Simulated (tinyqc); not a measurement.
Worked calculation: Ewald sum of point charges, simple cubic lattice in a neutralising background. Computed by tinyqc, a small Python program that keeps every step. Command: `OMP_NUM_THREADS=1 python tinyqc.py 26975 26976 out.jsonl` (the two numbers bound the seeds that draw the settings). One thread of a shared host (Intel(R) Xeon(R) Processor @ 2.60GHz), about 0.02 s of CPU time with the checks.

## Ewald sum with eta = 0.269 1/bohr

cell vectors (rows) (bohr):
```
         1        2        3
1  11.1900   0.0000   0.0000
2   0.0000  11.1900   0.0000
3   0.0000   0.0000  11.1900
```

Charges:
```
q           f1      f2      f3
1.0000  0.0000  0.0000  0.0000
```

Real space: 1/2 sum q_i q_j erfc(eta r)/r over all images with r > 0; reciprocal space: (2 pi/V) sum_(G != 0) exp(-G^2/4 eta^2)/G^2 |S(G)|^2 with S(G) = sum q exp(i G.r); self term -eta/sqrt(pi) sum q^2; background -pi Q^2/(2 V eta^2), Q the total charge.

Real-space shells (first ones):
```
r (bohr)  pairs  sum (hartree)
11.1900       6       5.56e-06
15.8250      12       6.60e-10
19.3816       8              0
```

Reciprocal shells (first ones that count):
```
G^2 (1/bohr^2)  vectors  sum (hartree)
0.3153                6         0.0287
0.6306               12         0.0097
0.9458                8         0.0014
1.2611                6       2.73e-04
1.5764               24       2.94e-04
1.8917               24       8.25e-05
2.5223               12       3.50e-06
2.8375               30       2.62e-06
3.1528               24       6.35e-07
3.4681               24       1.94e-07
3.7834                8       2.00e-08
4.0987               24       1.86e-08
```

## The total does not depend on eta

The same sums for other eta.

Totals (hartree per cell):
```
eta         real  reciprocal     self  background      total
0.2690  5.56e-06      0.0405  -0.1518     -0.0155  -0.126778
0.4260         0      0.1197  -0.2403     -0.0062  -0.126778
0.6160         0      0.2237  -0.3475     -0.0030  -0.126778
```

shortest distance = 11.1900 bohr
